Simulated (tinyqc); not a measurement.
Epitaxial growth on a vicinal surface: Burton-Cabrera-Frank step flow, step-edge barrier and island nucleation: one step, computed by the program tinyqc.

Adatoms land at rate F, hop on a square grid (a simplification for hexagonal faces), desorb, or join steps. Lengths are in units of a and n is the adatom coverage. Steps ascend at x = 0 and descend at x = l.

Problem. Terrace solution. D n'' - n/tau + F = 0 with n(0) = n_eq and -l_s n'(l) = n(l) - n_eq. With u = n - F tau, A = n_eq - F tau, y = l/x_s, s = l_s/x_s: u = A cosh(x/x_s) + B sinh(x/x_s), B = A (1 - cosh y - s sinh y)/(sinh y + s cosh y). Flux into the ascending step J+ = D B/x_s, over the descending one J- = -(D/x_s)(A sinh y + B cosh y); step velocity J+ + J-; growth rate (J+ + J-)/l. For small y: J+ + J- = (F - n_eq/tau) l, J-/J+ = l/(l + 2 l_s). The coverage peaks where n' = 0, tanh(x/x_s) = -B/A.

Inputs (values chosen for the exercise, close to those used for 4H-SiC(0001)): deposition rate F = 0.11 layers/s; temperature T = 1460 C; critical nucleus size i = 1.

D = 2.230929e+07 a^2/s

lifetime tau = 0.05728558 s

diffusion length x_s = 1130.487 a

equilibrium coverage n_eq = 1.065465e-05

terrace width l = 156.2598 a

Schwoebel length l_s = 1.387940 a

Give: J+; J-; growth rate; peak coverage; position of the peak.

Solution.

J+ = 8.641 atoms per step site and s

J- = 8.490 atoms per step site and s

growth rate = 0.1096 layers/s

peak coverage = 2.591e-05

position of the peak = 78.82 a

Caution: twice the distance from the ascending step to the coverage peak exceeds the expected island spacing [0.25 (F/D)^(i/(i+2)) exp(E_i/((i+2) k_B T))]^(-1/2) by 40 % or more, so islands nucleate and the step-flow values are formal.
